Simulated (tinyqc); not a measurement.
Precursor delivery by bubblers, mass-transport growth and the solid composition of a III-V alloy. From one set of inputs to another, one input at a time. Computed by tinyqc, a small Python program. Command: `OMP_NUM_THREADS=1 python tinyqc.py 3022880 3022881 out.jsonl movpe_thermo ladder`. One thread of a shared host (Intel(R) Xeon(R) Processor @ 2.30GHz), about 0.02 s of CPU time with the checks.

1 sccm = 44.615 micromol/min; 1 torr = 133.322 Pa. The sources decompose fully at the surface.

The inputs printed are set A. Set A is modelled on triethylgallium (source 1) and trimethylindium (source 2) for the vapour pressures; the values taken over come from a set modelled on trimethylgallium (source 1) and trimethylindium (source 2) for the vapour pressures. Inputs not listed in the table keep their values of set A, so the rows need not describe a real material.

Inputs (values chosen for the exercise, modelled on triethylgallium (source 1) and trimethylindium (source 2) for the vapour pressures):

| quantity | value | unit |
|---|---|---|
| bath temperature T1 | 281 | K |
| bath temperature T2 | 297 | K |
| bubbler pressure p_b | 1000 | torr |
| carrier flow F1 | 41 | sccm |
| carrier flow F2 | 26 | sccm |
| total flow F_t | 11 | slm |
| group-V flow F_V | 140 | sccm |
| reactor pressure p | 40 | torr |
| growth temperature T | 1020 | K |
| diffusivity at 273 K and 760 torr | 0.37 | cm^2/s |
| flow cross-section A | 52 | cm^2 |
| distance from the leading edge z | 5.5 | cm |
| lattice constant a | 5.67 | angstrom |
| interaction L0 of the solid | 20.2 | kJ/mol |
| log10 of p_B,eq over pure BC at 1000 K and 1 torr of group V (exaggerated: liquid indium has about -4.1) | -2.9 | log10 torr |
| enthalpy of that equilibrium H | 303 | kJ/mol |

Alloy: mixing on the group-III sites, with desorption of B.

constants a, b of source 1 (log10 torr, K): 8.108  2162

constants a, b of source 2 (log10 torr, K): 10.51  3014

Constants: k_B = 1.380649e-23 J/K; R = 8.314462618 J/(mol K).

Method:
- log10 p_v = a - b/T_bath; molar flow = F x 44.615 x p_v/(p_b - p_v) for a saturated bubbler.
- p_i = p n_i/(44615 F_t), F_t in slm; p_V = p F_V/(1000 F_t), counted per molecule supplied; V/III = 44.615 F_V/(n1 + n2); vapour fraction of source 2 = n2/(n1 + n2).
- Mean velocity u = (F_t/A)(760/p)(T/273); D = D0 (T/273)^1.75 (760/p); boundary layer delta = sqrt(pi D z/u); flux = D dp/(delta k_B T); growth rate = flux x a^3/4.
- A sticks fully. B desorbs: its surface pressure is p_B* = x gamma_B K/sqrt(p_V), ln gamma_B = L0 (1 - x)^2/(R T), K = 10^(log10 K at 1000 K) exp[-(H/R)(1/T - 1/1000)], p_V in torr. With equal diffusivities x = (p_2 - p_B*)/(p_1 + p_2 - p_B*). Growth rate = rate per torr x p_1/(1 - x).

Each row keeps all changes above it:

| input moved | from | to | molar flow 1 (micromol/min) | V/III ratio | share of B incorporated, 1 - p_B*/p_2 |
|---|---|---|---|---|---|
| set A | - | - | 4.7582 | 840.3 | 1.0163e-02 |
| carrier flow F1 (sccm) | 41 | 3.6 | 0.4178 | 2019.6 | 9.0100e-04 |
| reactor pressure p (torr) | 40 | 100 | 0.4178 | 2019.6 | 3.9566e-03 |
| bubbler pressure p_b (torr) | 1000 | 760 | 0.5502 | 1533.8 | 5.4797e-03 |
| group-V flow F_V (sccm) | 140 | 330 | 0.5502 | 3615.4 | 9.5748e-03 |
| interaction L0 of the solid (kJ/mol) | 20.2 | 16.4 | 0.5502 | 3615.4 | 1.7114e-02 |
| distance from the leading edge z (cm) | 5.5 | 13 | 0.5502 | 3615.4 | 1.7114e-02 |
| carrier flow F2 (sccm) | 26 | 71 | 0.5502 | 1447.9 | 3.2682e-01 |

Which inputs carry the difference?

Molar flow 1 goes from 4.76 to 0.550, a factor 0.116 in all. The largest single move comes from carrier flow F1 (a factor 0.0878), and bubbler pressure p_b works against it (a factor 1.32). V/III ratio goes from 840 to 1450, a factor 1.72 in all. The largest single move comes from carrier flow F2 (a factor 0.400), but it runs against the net change; the largest move in the direction of the net change is carrier flow F1 (a factor 2.40). Share of B incorporated, 1 - p_B*/p_2 goes from 0.0102 to 0.327, a factor 32.2 in all. The largest single move comes from carrier flow F2 (a factor 19.1), and carrier flow F1 works against it (a factor 0.0887). The single moves hold for this order of the switches; the total does not depend on the order.

Caution (all rows): the boundary layer is a quarter or more of the root of the cross-section, so it fills much of the channel and depletion along the flow matters.

Extremes, crossings and ranges named in words are read from the listed rows.
